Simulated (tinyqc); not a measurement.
# Two-diode model of a solar cell: two studies

J is the current delivered and Vj = V + J Rs the junction voltage. J = X JL - J01 (exp(Vj/(n1 Vt)) - 1) - J02 (exp(Vj/(2 Vt)) - 1) - Vj/Rp. The photocurrent does not depend on voltage.

Values chosen for this exercise; values of the order met in cells of gallium arsenide: temperature T = 298.15 K; photocurrent at one sun JL = 26.5 mA/cm^2; concentration X = 10 suns; saturation current of the first diode J01 = 9.7e-21 A/cm^2; ideality factor of the first diode n1 = 1; series resistance Rs = 0 ohm cm^2; shunt resistance Rp = 700 ohm cm^2; incident power at one sun Pin = 100 mW/cm^2; saturation current of the second diode (ideality 2) J02 = 3.2e-12 A/cm^2.

Constants: q = 1.602176634e-19 C, kB = 1.380649e-23 J/K, Vt = kB T/q. Results are converted to the units shown.

Each table varies one quantity; the others keep the values above.

## Effect of the saturation current of the first diode

Jsc at V = 0, Voc at J = 0, the maximum power point where J (1 + 2 Rs G) = G Vj with G = -dJ/dVj; FF = Vmp Jmp/(Voc Jsc); efficiency Vmp Jmp/(X Pin). Empirical fill factor without parasitics FF0 = (v - ln(v + 0.72))/(v + 1), v = Voc/(n1 Vt).

The same in every row: Jsc (mA/cm^2) = 265.00.

Results:
```
J01 (A/cm^2)  Voc (V)  Vmp (V)  Jmp (mA/cm^2)       FF  efficiency (%)      FF0
1e-22          1.2514   1.1217         252.80  0.85511          28.358  0.90141
1e-21          1.2030   1.0941         254.67  0.87401          27.863  0.89834
1e-19          1.0892  0.99343         256.58  0.88306          25.490  0.89022
1e-18          1.0304  0.93689         256.53  0.88015          24.034  0.88544
1e-17         0.97140  0.87967         256.25  0.87567          22.542  0.88015
```

Estimate the missing row, J01 = 1e-20 A/cm^2.

Computed row:
```
J01 (A/cm^2)  Voc (V)  Vmp (V)  Jmp (mA/cm^2)       FF  efficiency (%)      FF0
1e-20          1.1473   1.0476         256.12  0.88247          26.830  0.89454
```

With this row back in the table: As J01 goes from 1e-22 to 1e-17, Voc falls from 1.25 to 0.971 V, FF goes from 0.855 through a maximum of 0.883 (at J01 = 1e-19 among the rows listed) to 0.876 and the efficiency falls from 28.4 to 22.5 %. Voc changes by -59.0 mV a decade between the last two rows and -48.4 mV between the first two.

## Effect of the saturation current of the second diode (ideality 2)

Same model as above.

The same in every row: Jsc (mA/cm^2) = 265.00.

Result of one run:
```
J02 (A/cm^2)  Voc (V)  Vmp (V)  Jmp (mA/cm^2)       FF  efficiency (%)      FF0
3e-11          1.1347   1.0105         251.98  0.84680          25.462  0.89363
```

What becomes of these results when the saturation current of the second diode (ideality 2) J02 is changed from 3e-11 to 3e-10 A/cm^2, all else the same?

Result of the changed run:
```
J02 (A/cm^2)  Voc (V)  Vmp (V)  Jmp (mA/cm^2)       FF  efficiency (%)      FF0
3e-10          1.0568  0.90746         249.66  0.80899          22.656  0.88764
```

The whole series:
```
J02 (A/cm^2)  Voc (V)  Vmp (V)  Jmp (mA/cm^2)       FF  efficiency (%)      FF0
1e-13          1.1496   1.0534         257.22  0.88934          27.094  0.89470
3e-13          1.1495   1.0530         257.14  0.88887          27.077  0.89469
1e-12          1.1492   1.0519         256.87  0.88725          27.020  0.89467
3e-12          1.1482   1.0486         256.17  0.88284          26.862  0.89460
1e-11          1.1446   1.0374         254.33  0.86983          26.384  0.89434
3e-11          1.1347   1.0105         251.98  0.84680          25.462  0.89363
1e-10          1.1048  0.96005         250.46  0.82130          24.045  0.89142
3e-10          1.0568  0.90746         249.66  0.80899          22.656  0.88764
```

As J02 goes from 1e-13 to 3e-10, Voc falls from 1.15 to 1.06 V, FF falls from 0.889 to 0.809 and the efficiency falls from 27.1 to 22.7 %. Voc changes by -101 mV a decade between the last two rows and -0.213 mV between the first two.

Computed by the program tinyqc: `OMP_NUM_THREADS=1 python tinyqc.py 2280008 2280009 out.jsonl`, one thread of a shared Intel Xeon 2.30GHz, about 0.01 s for the whole run.
